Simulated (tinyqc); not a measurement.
FCI on RHF in the 6-31g basis, for H3+, spin multiplicity 1, step by step. One step of it, computed by the program tinyqc.

Problem. FCI: roots. Diagonalise (each vector has its largest component positive (the first on a tie)); all determinants have Ms = 0, so triplets appear too. The lowest singlet root is the correlation energy.

Occupation strings over the orbitals (2 doubly, a alpha, b beta, 0 empty; spin orbitals ordered 1a 1b 2a 2b ...): 200000 a0b000 a00b00 a0000b b0a000 b00a00 b0000a 020000 0a00b0 002000 00ab00 00a00b 00ba00 000200 000a0b 0b00a0 000020 00b00a 000b0a 000002

H - E(HF) between determinants (hartree), lower triangle:
```
           200000     a0b000     a00b00     a0000b     b0a000     b00a00     b0000a     020000
200000   0.000000
a0b000   0.000000   0.447721
a00b00   0.000000   0.000000   1.195165
a0000b   0.000000   0.061649   0.000000   1.285911
b0a000   0.000000  -0.104344   0.000000   0.066724   0.447721
b00a00   0.000000   0.000000  -0.061258   0.000000   0.000000   1.195165
b0000a   0.000000   0.066724   0.000000  -0.075179   0.061649   0.000000   1.285911
020000   0.104344  -0.053493   0.012212   0.038090   0.053493  -0.012212  -0.038090   0.990400
0a00b0   0.066724  -0.038090   0.097777   0.072306   0.036972  -0.038606  -0.040179  -0.093526
002000   0.104344   0.053493   0.012212  -0.038090  -0.053493  -0.012212   0.038090   0.040265
00ab00   0.000000   0.012212   0.000000  -0.097777   0.044095   0.000000   0.062246  -0.006999
00a00b  -0.066724  -0.038090  -0.097777   0.072305   0.036972   0.038606  -0.040179  -0.016690
00ba00   0.000000   0.044095   0.000000   0.062246   0.012212   0.000000  -0.097777   0.006999
000200   0.061258   0.000000  -0.038815   0.000000   0.000000   0.038815   0.000000   0.033062
000a0b   0.000000  -0.062246   0.000000  -0.005522   0.038606   0.000000  -0.072794   0.020325
0b00a0  -0.066724   0.036972  -0.038606  -0.040179  -0.038090   0.097777   0.072306   0.093526
000020   0.075179  -0.040179   0.072793   0.064763   0.040179  -0.072793  -0.064763   0.096276
00b00a   0.066724   0.036972   0.038606  -0.040179  -0.038090  -0.097777   0.072305   0.016690
000b0a   0.000000   0.038606   0.000000  -0.072794  -0.062246   0.000000  -0.005522  -0.020325
000002   0.075179   0.040179   0.072794  -0.064763  -0.040179  -0.072794   0.064763   0.026657

           0a00b0     002000     00ab00     00a00b     00ba00     000200     000a0b     0b00a0
0a00b0   1.804690
002000   0.016690   0.990400
00ab00  -0.051991   0.006999   1.685971
00a00b  -0.043780   0.093526  -0.051991   1.804691
00ba00   0.020325  -0.006999  -0.033062   0.020325   1.685971
000200   0.018520   0.033062   0.000000  -0.018520   0.000000   2.443606
000a0b   0.024695  -0.020325  -0.018520   0.024695  -0.105484   0.000000   2.514512
0b00a0  -0.096276  -0.016690   0.020325   0.025069  -0.051991  -0.018520  -0.041291   1.804690
000020  -0.040428   0.026657  -0.041290  -0.032991   0.041290   0.107335   0.080004   0.040428
00b00a   0.025069  -0.093526   0.020325  -0.096276  -0.051991   0.018520  -0.041290  -0.043780
000b0a  -0.041291   0.020325  -0.105484  -0.041290  -0.018520   0.000000  -0.107335   0.024695
000002   0.032991   0.096276   0.041290   0.040428  -0.041290   0.107335  -0.080004  -0.032991

           000020     00b00a    000b0a    000002
000020   2.676332
00b00a   0.032991   1.804691
000b0a  -0.080004   0.024695  2.514512
000002   0.067449  -0.040428  0.080004  2.676332
```

Give: lowest roots of this matrix, relative to E(HF); lowest vectors; <S^2> of these roots; weight of the ground state by excitation level 0, 1, 2, ....

Solution.

lowest roots of this matrix, relative to E(HF) (hartree): -0.0356  0.3219  0.5020  0.9339  1.0246  1.1223  1.1983  1.2176

lowest vectors:
```
         root 1   root 2   root 3   root 4
200000   0.9865   0.0000   0.0000   0.0000
a0b000   0.0000   0.6989   0.6746  -0.2008
a00b00   0.0117   0.0000   0.0000   0.0000
a0000b   0.0000  -0.1022  -0.0291  -0.1571
b0a000   0.0000   0.6989  -0.6746   0.2008
b00a00  -0.0117   0.0000   0.0000   0.0000
b0000a   0.0000  -0.1022   0.0291   0.1571
020000  -0.0990   0.0000   0.1892   0.6484
0a00b0  -0.0373   0.0023   0.0577   0.0821
002000  -0.0990   0.0000  -0.1892  -0.6484
00ab00   0.0000  -0.0320   0.0229  -0.0123
00a00b   0.0373   0.0023   0.0577   0.0821
00ba00   0.0000  -0.0320  -0.0229   0.0123
000200  -0.0183   0.0000   0.0000   0.0000
000a0b   0.0000   0.0022   0.0230  -0.0257
0b00a0   0.0373   0.0023  -0.0577  -0.0821
000020  -0.0224   0.0000   0.0244  -0.0154
00b00a  -0.0373   0.0023  -0.0577  -0.0821
000b0a   0.0000   0.0022  -0.0230   0.0257
000002  -0.0224   0.0000  -0.0244   0.0154
```

<S^2> of these roots: 0.0000  2.0000  0.0000  0.0000  0.0000  2.0000  0.0000  2.0000

weight of the ground state by excitation level 0, 1, 2, ...: 0.9732  0.0003  0.0265
